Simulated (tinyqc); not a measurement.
Pariser-Parr-Pople SCF with singles CI, for the molecule [CH2+]c1cccc(C=O)c1 (SMILES; centres numbered as the heavy atoms are written), step by step. One step of it, computed by the program tinyqc.

Question. Singles CI, triplets. Over the 4 single excitations with the smallest orbital gaps: A = (e_a - e_i) delta - (ij|ab), with (pq|rs) = sum c_mp c_mq gamma_mn c_nr c_ns.

orbital energies (eV): -18.444690  -16.572202  -15.367691  -14.461508  -8.722134  -6.181572  -4.861731  -3.674635  -1.875779

coefficients:
```
         MO1        MO2        MO3        MO4        MO5        MO6        MO7        MO8
1C  0.275813  -0.291357  -0.328588   0.085415   0.726964   0.080259   0.354036  -0.218858
2C  0.496113  -0.383263  -0.331851   0.068908  -0.087298  -0.074566  -0.480320   0.387388
3C  0.350836  -0.283443   0.239541   0.399521  -0.385590   0.393323  -0.049983  -0.440494
4C  0.286605  -0.064654   0.564388   0.270684   0.023285  -0.236921   0.503445   0.323638
5C  0.301678   0.184052   0.487740  -0.147150   0.393319  -0.260432  -0.492510  -0.019082
6C  0.395717   0.396188   0.069691  -0.421024   0.039039   0.401502   0.014944  -0.287130
7C  0.199653   0.483953  -0.173213   0.221661   0.016016   0.440644   0.110102   0.554692
8O  0.129412   0.507451  -0.284467   0.558829  -0.022895  -0.432767  -0.084959  -0.332817
9C  0.410317   0.033823  -0.228735  -0.441284  -0.397085  -0.408266   0.354775  -0.044687

          MO9
1C  -0.124960
2C   0.313289
3C  -0.282245
4C   0.327111
5C  -0.387448
6C   0.508851
7C  -0.364091
8O   0.163519
9C  -0.362250
```

repulsion gamma_rs (eV), lower triangle:
```
           1C         2C         3C         4C         5C         6C         7C         8O
1C  11.130000
2C   5.346383  11.130000
3C   3.872805   5.345303  11.130000
4C   2.881315   3.871876   5.345298  11.130000
5C   2.621174   3.517246   3.872461   5.345946  11.130000
6C   2.881352   3.872461   3.517807   3.872465   5.345303  11.130000
7C   2.344026   2.881426   2.621381   2.881429   3.872465   5.345946  11.130000
8O   2.001150   2.422903   2.344787   2.720190   3.698074   4.092630   5.775204  15.200000
9C   3.872518   5.345946   3.872465   3.517250   3.871876   5.345298   3.872461   3.001462

           9C
9C  11.130000
```

Give: triplet CI matrix; triplet excitation energies.

Answer.

triplet CI matrix (eV), lower triangle:
```
         4>5      3>5      2>5     4>6
4>5   1.9349
3>5  -0.2991   2.1946
2>5   0.7565  -0.7497   3.9898
4>6  -0.0868   0.0644  -0.1451  2.9893
```

triplet excitation energies (eV): 1.6760  1.9245  2.9701  4.5380
